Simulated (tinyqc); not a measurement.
Precursor delivery by bubblers, mass-transport growth and the solid composition of a III-V alloy. Inputs raised by 10 %, one at a time. Computed by tinyqc, a small Python program. Command: `OMP_NUM_THREADS=1 python tinyqc.py 3015728 3015729 out.jsonl movpe_thermo sens`. One thread of a shared host (Intel(R) Xeon(R) Processor @ 2.30GHz), about 0.01 s of CPU time with the checks.

1 sccm = 44.615 micromol/min; 1 torr = 133.322 Pa. The sources decompose fully at the surface.

Inputs (values chosen for the exercise, modelled on triethylgallium (source 1) and trimethylindium (source 2) for the vapour pressures):
```
quantity                                                value      unit
bath temperature T1                                       282         K
bath temperature T2                                       288         K
bubbler pressure p_b                                      760      torr
carrier flow F1                                            74      sccm
carrier flow F2                                            52      sccm
total flow F_t                                             11       slm
group-V flow F_V                                          240      sccm
reactor pressure p                                         40      torr
growth temperature T                                      930         K
diffusivity at 273 K and 760 torr                         0.5    cm^2/s
flow cross-section A                                       31      cm^2
distance from the leading edge z                           15        cm
lattice constant a                                       5.84  angstrom
interaction L0 of the solid                              5.19    kJ/mol
vapour fraction x_v of D among the group-V sources       0.62         -
exchange energy dG_x of AC + (1/2) D2 -> AD + (1/2) C2    -24    kJ/mol
```

Alloy: mixing on the group-V sites.

constants a, b of source 1 (log10 torr, K): 8.105  2162

constants a, b of source 2 (log10 torr, K): 10.49  3014

Constants: k_B = 1.380649e-23 J/K; R = 8.314462618 J/(mol K).

Method:
- log10 p_v = a - b/T_bath; molar flow = F x 44.615 x p_v/(p_b - p_v) for a saturated bubbler.
- p_i = p n_i/(44615 F_t), F_t in slm; p_V = p F_V/(1000 F_t), counted per molecule supplied; V/III = 44.615 F_V/(n1 + n2); vapour fraction of source 2 = n2/(n1 + n2).
- Mean velocity u = (F_t/A)(760/p)(T/273); D = D0 (T/273)^1.75 (760/p); boundary layer delta = sqrt(pi D z/u); flux = D dp/(delta k_B T); growth rate = flux x a^3/4.
- At high V/III the group-V pressures at the surface equal those supplied, as dimers: p_D2/p_C2 = x_v/(1 - x_v). Equilibrium of the solid AC(1-x)D(x), A standing for the mix of both group-III metals: ln[x/(1 - x)] + L0 (1 - 2x)/(R T) = -dG_x/(R T) + (1/2) ln[x_v/(1 - x_v)]. Growth rate = rate per torr x (p_1 + p_2). Sensitivity dx/dx_v = [1/(2 x_v (1 - x_v))]/[1/(x (1 - x)) - 2 L0/(R T)].

Runs:
```
input moved                                         from     to  V/III ratio  vapour fraction of source 2  solid fraction x  growth rate (micrometre/h)
base run                                               -      -        704.5                       0.2129            0.9819                       0.592
bath temperature T1 (K)                              282  310.2        168.2                       0.0508            0.9819                       2.479
bath temperature T2 (K)                              288  316.8        259.8                       0.7098            0.9819                       1.605
group-V flow F_V (sccm)                              240    264        775.0                       0.2129            0.9819                       0.592
reactor pressure p (torr)                             40     44        704.5                       0.2129            0.9819                       0.592
interaction L0 of the solid (kJ/mol)                5.19  5.709        704.5                       0.2129            0.9831                       0.592
vapour fraction x_v of D among the group-V sources  0.62  0.682        704.5                       0.2129            0.9843                       0.592
distance from the leading edge z (cm)                 15   16.5        704.5                       0.2129            0.9819                       0.564
```

Exponents ln(y'/y) / ln(x'/x):
```
input                                               V/III ratio  vapour fraction of source 2  solid fraction x  growth rate
bath temperature T1                                     -15.026                      -15.026             0.000       15.026
bath temperature T2                                     -10.468                       12.633             0.000       10.468
group-V flow F_V                                          1.000                        0.000             0.000        0.000
reactor pressure p                                        0.000                        0.000             0.000        0.000
interaction L0 of the solid                               0.000                        0.000             0.012        0.000
vapour fraction x_v of D among the group-V sources        0.000                        0.000             0.025        0.000
distance from the leading edge z                          0.000                        0.000             0.000       -0.500
```

Which inputs matter most for each result?

Among the inputs moved here: V/III ratio answers most in size to bath temperature T1 (exponent -15.026), next to bath temperature T2 (-10.468); its exponent is below 0.0005 for reactor pressure p, interaction L0 of the solid, vapour fraction x_v of D among the group-V sources, distance from the leading edge z. Vapour fraction of source 2 answers most in size to bath temperature T1 (exponent -15.026), next to bath temperature T2 (+12.633); its exponent is below 0.0005 for group-V flow F_V, reactor pressure p, interaction L0 of the solid, vapour fraction x_v of D among the group-V sources, distance from the leading edge z. Solid fraction x answers most in size to vapour fraction x_v of D among the group-V sources (exponent +0.025), next to interaction L0 of the solid (+0.012); its exponent is below 0.0005 for bath temperature T1, bath temperature T2, group-V flow F_V, reactor pressure p, distance from the leading edge z. Growth rate answers most in size to bath temperature T1 (exponent +15.026), next to bath temperature T2 (+10.468); its exponent is below 0.0005 for group-V flow F_V, reactor pressure p, interaction L0 of the solid, vapour fraction x_v of D among the group-V sources. Its exponent 0.000 in group-V flow F_V: group III limits the rate. Its exponent 0.000 in reactor pressure p: p_i rises as p while D falls as 1/p, and delta does not change.

Caution (all rows): the boundary layer is a quarter or more of the root of the cross-section, so it fills much of the channel and depletion along the flow matters.

Extremes, crossings and ranges named in words are read from the listed rows.
